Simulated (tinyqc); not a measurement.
Resonant-tunnelling diode, transfer matrices and Tsu-Esaki current: two steps of the calculation.

Emitter (band edge 0), barrier d1, well Lw, barrier d2, spacer ds, collector (edge -V). The bias drops linearly over these layers and none in the contacts; each layer is cut into ns equal slices, flat at the value of their centres. E is the energy of motion across the layers, C = hbar^2/(2 m0), psi and psi'/m are continuous. Transport is coherent, T(E) is taken as independent of the transverse momentum, and charge in the well is ignored.

Inputs (values chosen for the exercise); masses and offsets close to those of InGaAs wells and InAlAs barriers: mass in the well, spacer and contacts mw = 0.04 m0; slices in each layer ns = 1; bias of the collector V = 0.17 V; trial energy E = 0.12795 eV.

Constants: q = 1.602176634e-19 C, hbar = 1.054571817e-34 J s, m0 = 9.1093837015e-31 kg, hbar^2/(2 m0) = 0.0380998212 eV nm^2. Results are converted to the units shown.

Task 1. Running product of the slice matrices at the trial energy. For the pair (psi, psi'/m) a flat layer has M = [[cos kd, (m/k) sin kd], [-(k/m) sin kd, cos kd]] with k = sqrt(m (E - U)/C) above its edge U, and M = [[cosh Kd, (m/K) sinh Kd], [(K/m) sinh Kd, cosh Kd]] with K = sqrt(m (U - E)/C) below it. Later slices stand to the left. With M acting on (psi, psi'/m) and v = k/m in each lead, T(E) = 4 vL vR/[(vL vR M12 - M21)^2 + (vR M11 + vL M22)^2]. vL = sqrt(mw E/C)/mw, vR = sqrt(mw (E + V)/C)/mw.

```
slice       U (eV)  m (m0)  width (nm)
0       0.48704762   0.075         1.6
1      -0.05990476    0.04         4.2
2       0.39314286   0.075         1.6
3      -0.14490476    0.04         3.1
```

Wanted: Product after each layer; T(E).

Result 1.

Product after each layer:
```
               M11  M12 (nm)  M21 (1/nm)     M22
barrier d1   2.050    0.1596       20.06   2.050
well         1.134    0.1304      -27.60  -2.291
barrier d2  -2.120   -0.1127      -32.55  -2.202
spacer      -2.236   -0.1540       31.13   1.697
```

T(E) = 0.1808

Task 2. Breit-Wigner parameters from a parabola through 1/T(E). Near a resonance 1/T(E) = (1/Tp) [1 + (2 (E - Er)/G)^2]. With y = 1/T(E) at E0 - h, E0, E0 + h: a = (y1 + y3 - 2 y2)/(2 h^2), b = (y3 - y1)/(2 h), Er = E0 - b/(2 a), 1/Tp = y2 - b^2/(4 a), G = 2 sqrt(1/(Tp a)), tau = hbar/G.

three energies (eV): 0.071763  0.085763  0.099763
T(E) at these energies: 0.29981069  0.87506761  0.66830675

Give: Er; Tp; G; tau.

Result 2.

Er = 0.09082 eV
Tp = 1.024
G = 24.53 meV
tau = 26.84 fs

The true maximum of T(E) lies at 0.089853 eV with height 0.9532 and full width 28.62 meV; the fitted G is 14 % below that width.

Program tinyqc, `OMP_NUM_THREADS=1 python tinyqc.py 2600024 2600025 out.jsonl`; Intel Xeon 2.30GHz, shared host, one thread, about 0.1 s.
